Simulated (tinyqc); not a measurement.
p-n diode with diffusion and depletion-layer recombination: currents and ideality against junction voltage.

Abrupt junction in the depletion approximation, low injection, full ionisation, neutral widths fixed, ohmic contact on the p side. Vj is the junction voltage; where a series resistance Rs is given, V = Vj + J Rs is the terminal voltage.

ni = sqrt(Nc Nv) exp(-Eg/(2 Vt)), Eg in volts; D = mu Vt; Ln = sqrt(Dn tn), Lp = sqrt(Dp tp); J0n = q ni^2 Dn coth(wp/Ln)/(Ln Na); J0p = (q ni^2 Dp/(Lp Nd)) (s + tanh(wn/Lp))/(1 + s tanh(wn/Lp)), s = Sp Lp/Dp. J_diff = (J0n + J0p)(exp(Vj/Vt) - 1). Vbi = Vt ln(Na Nd/ni^2), W = sqrt(2 eps0 eps_r (Vbi - Vj)(1/Na + 1/Nd)/q), xp = W Nd/(Na + Nd), xn = W Na/(Na + Nd); u(x) = q Na (x + xp)^2/(2 eps0 eps_r) for x < 0 and Vbi - Vj - q Nd (xn - x)^2/(2 eps0 eps_r) for x > 0; p = Na exp(-u/Vt), n = Nd exp((u - Vbi + Vj)/Vt); U = ni^2 (exp(Vj/Vt) - 1)/(tp (n + ni exp(Et/Vt)) + tn (p + ni exp(-Et/Vt))); J_scr = q times the integral of U from -xp to xn. J = J_diff + J_scr. Ideality = (1/Vt) dVj/d ln J or (1/Vt) dV/d ln J; last column ni^2 exp(Vj/Vt)/N^2.

Parameters, values chosen for the exercise; band and dielectric values close to those of gallium nitride: temperature T = 300 K; band gap Eg = 3.44 eV; relative permittivity eps_r = 9.63; conduction-band density of states at T Nc = 2.32e18 cm^-3; valence-band density of states at T Nv = 4.64e19 cm^-3; acceptor density Na = 1.4e16 cm^-3; donor density Nd = 1.3e16 cm^-3; electron mobility in the p side mun = 840 cm^2/(V s); hole mobility in the n side mup = 27 cm^2/(V s); electron lifetime tn = 3e-8 s; hole lifetime tp = 3e-8 s; neutral width of the p side wp = 32 um; neutral width of the n side wn = 6.3 um; recombination velocity at the n contact Sp = 60 cm/s; series resistance Rs = 0.048 ohm cm^2; trap level above the intrinsic level Et = -0.11 eV.

Constants: q = 1.602176634e-19 C, kB = 1.380649e-23 J/K, Vt = kB T/q, eps0 = 8.8541878128e-14 F/cm where lengths are in cm. Results are converted to the units shown.

Results:
columns A: Vj (V); B: J_diff (A/cm^2); C: J_scr (A/cm^2); D: J (A/cm^2); E: V (V); F: ideality against Vj; G: ideality against V; H: minority/doping, lighter side
```
A             B          C          D       E      F      G          H
0.77  5.537e-38  1.120e-21  1.120e-21  0.7700  1.978  1.978  8.914e-40
1.05  2.800e-33  2.689e-19  2.689e-19   1.050  1.975  1.975  4.507e-35
1.32  9.614e-29  5.358e-17  5.358e-17   1.320  1.971  1.971  1.548e-30
1.86  1.134e-19  2.220e-12  2.220e-12   1.860  1.957  1.957  1.825e-21
2.13  3.893e-15  4.685e-10  4.685e-10   2.130  1.945  1.945  6.267e-17
2.4   1.337e-10   1.037e-7   1.038e-7   2.400  1.919  1.919  2.152e-12
2.67   4.591e-6   2.553e-5   3.012e-5   2.670  1.645  1.645   7.391e-8
2.94     0.1576   0.009343     0.1670   2.948  1.023  1.333   0.002538
```

Estimate the missing row, Vj = 1.59 V.

Computed row:
columns A: Vj (V); B: J_diff (A/cm^2); C: J_scr (A/cm^2); D: J (A/cm^2); E: V (V); F: ideality against Vj; G: ideality against V; H: minority/doping, lighter side
```
A             B          C          D      E      F      G          H
1.59  3.301e-24  1.081e-14  1.081e-14  1.590  1.965  1.965  5.315e-26
```

With this row back in the table: The ideality against Vj falls from 1.98 to 1.02. Diffusion overtakes recombination in the layer between Vj = 2.67 and 2.94 V. J_scr alone has an ideality of 1.98 between the first two rows and 1.77 between the last two. From Vj = 2.94 V the series resistance raises the terminal ideality by over a tenth; there J Rs = 0.31 Vt.

tinyqc, about 0.01 s, one thread, Intel Xeon 2.30GHz (shared host): `OMP_NUM_THREADS=1 python tinyqc.py 2260144 2260145 out.jsonl`
